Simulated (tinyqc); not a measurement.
One anharmonic mode: perturbation theory, self-consistent phonons and exact levels: one step, computed by the program tinyqc.

V(x) = k x^2/2 + b x^4 for one coordinate x of mass M. A constant K > 0 gives hbar Omega = sqrt((hbar^2/u) K/M) with K in eV/angstrom^2 and M in u.

Problem. Levels in the small basis. Diagonalise H.

Shape: single well.

H (meV):
```
         1         2         3         4
1  9.60912   0.00000   2.56301   0.00000
2  0.00000  30.63968   0.00000   7.39878
3  2.56301   0.00000  55.29488   0.00000
4  0.00000   7.39878   0.00000  83.57474
```

Give: levels.

Solution.

levels (meV): 9.466  29.625  55.438  84.589
